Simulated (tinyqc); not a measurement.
The product rho l across metals: free and nearly free electrons in a metal.

Constants: hbar^2/2m0 = 3.80998211 eV angstrom^2; hbar = 6.58211957e-16 eV s.

Free electrons with m = 1; fcc cells hold 4 atoms and bcc cells 2; n = atoms z/a^3, kF = (3 pi^2 n)^(1/3), rho l = hbar kF/(n e^2), e = 1.602176634e-19 C. Inputs are chosen for the exercise.

Results:

| case | lattice | a (angstrom) | z | rho (micro-ohm cm) | kF (1/angstrom) | EF (eV) | l (nm) | rho l (1e-16 ohm m^2) |
|---|---|---|---|---|---|---|---|---|
| near Li | bcc | 3.494 | 1 | 9.06 | 1.116 | 4.74 | 10.8 | 9.77 |
| near Au | fcc | 4.050 | 1 | 2.41 | 1.213 | 5.60 | 34.3 | 8.27 |
| near Al | fcc | 4.072 | 3 | 2.80 | 1.739 | 11.53 | 14.4 | 4.02 |
| near K | bcc | 5.276 | 1 | 7.33 | 0.739 | 2.08 | 30.4 | 22.29 |
| near Ca | fcc | 5.631 | 2 | 3.16 | 1.099 | 4.60 | 31.9 | 10.07 |
| near Na | bcc | 4.236 | 1 | 4.38 | 0.920 | 3.23 | 32.8 | 14.37 |

rho l falls as n^(-2/3): it is lowest for the case near Al and highest for near K. The lowest bulk rho belongs to near Au; in very narrow wires, where rho l rules, the order changes. Real Fermi surfaces depart from spheres, most for the polyvalent and noble metals.

Run: tinyqc, `OMP_NUM_THREADS=1 python tinyqc.py 1651284 1651285 out.jsonl`; Intel(R) Xeon(R) Processor @ 2.30GHz, one thread, shared host; about 0.01 s of CPU time with all checks.
